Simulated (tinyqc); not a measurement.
# n-type polysilicon, carrier trapping at grain boundaries: effects of single changes

One-dimensional grains of size Lg, uniform ionised doping N, monovalent traps Qt at each boundary at a depth Et below (for electrons) or above (for holes) the band edge there, abrupt depletion of width W on each side of a boundary, Boltzmann statistics. xi is the distance from the band edge at the grain centre to the Fermi level. Trapped charge Qt/(1 + exp((xi + VB - Et)/Vt)) = 2 N W, barrier VB = q N W^2/(2 eps0 eps_r).

Inputs (values chosen for the exercise); values of the order met in polycrystalline silicon: temperature T = 400 K; relative permittivity eps_r = 11.7; conduction-band density of states at T NB = 4.31e19 cm^-3; grain size Lg = 53 nm; trap density of a grain boundary Qt = 2.4e12 cm^-2; depth of the trap level from the majority band edge at the boundary Et = 0.32 eV; mass for thermionic emission ms = 0.59 m0; correction factor of the emission rate fe = 0.12; mobility inside the grains mug = 170 cm^2/(V s); doping N = 9.5e17 cm^-3.

Constants: q = 1.602176634e-19 C, kB = 1.380649e-23 J/K, m0 = 9.1093837015e-31 kg, Vt = kB T/q, eps0 = 8.8541878128e-14 F/cm where lengths are in cm. Results are converted to the units shown.

Each table varies one quantity; the others keep the values above.

## Effect of the doping

If the trap equation with xi = Vt ln(NB/N) has a root W < Lg/2, the grain is partly depleted; otherwise W = Lg/2 and the trap equation gives xi = Et - VB + Vt ln(Qt/(N Lg) - 1). N* = Qt/Lg. n0 = NB exp(-xi/Vt); mean density n0 (1 - 2 W/Lg) by charge balance in a partly depleted grain, and n0 (sqrt(pi)/2) erf(u)/u with u = sqrt(VB/Vt) in a fully depleted one; v = sqrt(kB T/(2 pi ms m0)); barrier resistivity Vt exp(VB/Vt)/(q fe n0 v Lg); grain resistivity (1 - 2 W/Lg)/(q n0 mug); effective mobility 1/(q mean density total resistivity). Rows with xi above 0.45 V, towards mid-gap, are left out, since the other carrier type is ignored.

Results:
```
N (cm^-3)	N/N*	depleted share 2 W/Lg	VB (V)	xi (V)	mean density (cm^-3)	resistivity (ohm cm)	effective mobility (cm^2/(V s))
2.3e16	0.050792	1.0000	0.012490	0.40843	2.7446e14	390.27	58.271
4.6e16	0.10158	1.0000	0.024980	0.37015	7.5070e14	184.69	45.016
9.3e16	0.20538	1.0000	0.050503	0.31613	2.9954e15	80.801	25.788
1.9e17	0.41958	1.0000	0.10318	0.22801	2.9167e16	28.888	7.4076
3.8e17	0.83917	0.80051	0.13224	0.16308	7.5807e16	10.223	8.0534
7.7e17	1.7004	0.51812	0.11225	0.13874	3.7105e17	2.8431	5.9165
1.6e18	3.5333	0.27813	0.067211	0.11353	1.1550e18	0.38398	14.074
3.2e18	7.0667	0.14103	0.034562	0.089633	2.7487e18	0.081102	27.998
1.3e19	28.708	0.034819	0.0085590	0.041314	1.2547e19	0.010974	45.329
```

Estimate the missing row, N = 6.4e18 cm^-3.

Computed row:
```
N (cm^-3)	N/N*	depleted share 2 W/Lg	VB (V)	xi (V)	mean density (cm^-3)	resistivity (ohm cm)	effective mobility (cm^2/(V s))
6.4e18	14.133	0.070682	0.017363	0.065741	5.9476e18	0.026960	38.924
```

With this row back in the table: As N goes from 2.3e16 to 1.3e19, VB goes from 0.0125 through a maximum of 0.132 (at N = 3.8e17 among the rows listed) to 0.00856 V, the resistivity falls from 390 to 0.0110 ohm cm and the effective mobility moves up and down between 5.92 and 58.3 cm^2/(V s). The steepest fall of the resistivity among the rows, as N^(-2.7), lies between N = 7.7e17 and 1.6e18 cm^-3; N* = 4.53e17 cm^-3. While the grain is fully depleted VB grows as N; once the traps are full it falls as 1/N. For N = 6.4e18, 1.3e19 xi is under 2.5 Vt, where Boltzmann statistics begin to fail. For N = 2.3e16, 4.6e16, 6.4e18, 1.3e19 VB is below Vt, where abrupt depletion and thermionic emission are rough. For N = 1.9e17, 3.8e17 the grain is near the changeover between partial and full depletion, within a few Debye lengths, where both limits are rough.

## Effect of the trap density of a grain boundary

Same model as above.

N* = Qt/Lg.

The same in every row: xi (V) = 0.1315.

Effect of the trap density of a grain boundary:
```
Qt (cm^-2)	N/N*	depleted share 2 W/Lg	VB (V)	mean density (cm^-3)	resistivity (ohm cm)	effective mobility (cm^2/(V s))
2e11	25.18	0.03955	8.070e-4	9.124e17	0.1273	53.75
3.4e11	14.81	0.06722	0.002331	8.861e17	0.1303	54.07
5.7e11	8.833	0.1126	0.006545	8.430e17	0.1408	52.60
9.7e11	5.191	0.1913	0.01887	7.683e17	0.1835	44.27
1.6e12	3.147	0.3121	0.05026	6.535e17	0.4050	23.58
2.8e12	1.798	0.4859	0.1218	4.884e17	3.036	4.209
4.7e12	1.071	0.5772	0.1719	4.017e17	12.91	1.204
8e12	0.6294	0.6276	0.2032	3.538e17	32.00	0.5513
```

As Qt goes from 2e11 to 8e12, VB rises from 8.07e-4 to 0.203 V, the resistivity rises from 0.127 to 32.0 ohm cm and the effective mobility goes from 53.8 through a maximum of 54.1 (at Qt = 3.4e11 among the rows listed) to 0.551 cm^2/(V s). For Qt = 2e11, 3.4e11, 5.7e11, 9.7e11 VB is below Vt, where abrupt depletion and thermionic emission are rough.

Program tinyqc, `OMP_NUM_THREADS=1 python tinyqc.py 2830139 2830140 out.jsonl`; Intel Xeon 2.30GHz, shared host, one thread, about 0.01 s.
